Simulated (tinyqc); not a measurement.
Hubbard chain of 3 sites, step by step. One step of it, computed by the program tinyqc.

Problem. Mean-field iteration 1. H(up) = T + U n(down), H(down) = T + U n(up); fill the lowest levels; n(new) = n + mixing (n(out) - n); E = tr T (rho up + rho down) + U sum n_up n_down of the output.

one-body matrix (hopping and site energies) (eV), lower triangle:
```
           1          2          3
1  -0.510000
2  -1.320000   0.410000
3   0.000000  -1.320000  -0.280000
```

U = 10.600000 eV

electrons, up and down: 2  1

mixing = 1

n(up) at the start (a guess, not normalised): 1 1.000000, 2 0.217000, 3 1.000000

n(down) at the start (a guess): 1 0.000000, 2 0.783000, 3 0.000000

Give: levels, up; levels, down; energy; n(up) after iteration 1; n(down) after iteration 1.

Solution.

levels, up (eV): -0.7947  -0.3632  9.0777

levels, down (eV): 2.2709  10.1782  10.6711

energy = -1.0117 eV

n(up) after iteration 1: 1 0.9818, 2 0.0374, 3 0.9808

n(down) after iteration 1: 1 0.0270, 2 0.9475, 3 0.0255
